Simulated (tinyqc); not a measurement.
Van der Pauw, Hall and four-point-probe measurements on a doped layer: one step of the calculation.

A uniform p-type layer with sheet resistance Rs = 1/(q ns mu), point contacts, low field (mu B small).

Task. Sheet density, mobility and bulk values. Rs = 1/z; Hall sheet density B I/(q |VH|); Hall mobility |VH|/(Rs B I); true values ns = rH times the Hall density, mu = Hall mobility/rH; bulk density ns/t, resistivity Rs t; correction factor F = Rs/[(pi/ln 2)(RA + RB)/2].

Values chosen for this exercise:

| symbol | value | unit | meaning |
|---|---|---|---|
| rH | 0.8 |  | Hall factor |
| B | 0.55 | T | magnetic field |
| I | 500 | uA | current |
| t | 410 | nm | thickness of the layer |

Constants: q = 1.602176634e-19 C. Results are converted to the units shown.

converged z = 2.6147523 mS
VH = 0.80772470 mV
RA = 24.725763 ohm
RB = 206.20238 ohm

Wanted: Rs; Hall sheet density; Hall mobility; ns; mu; bulk density; resistivity; F.

Result.

Rs = 382.45 ohm/square
Hall sheet density = 2.1250e14 cm^-2
Hall mobility = 76.800 cm^2/(V s)
ns = 1.7000e14 cm^-2
mu = 96.000 cm^2/(V s)
bulk density = 4.1463e18 cm^-3
resistivity = 0.015680 ohm cm
F = 0.73080

tinyqc, about 0.01 s, one thread, Intel Xeon 2.30GHz (shared host): `OMP_NUM_THREADS=1 python tinyqc.py 2850210 2850211 out.jsonl`
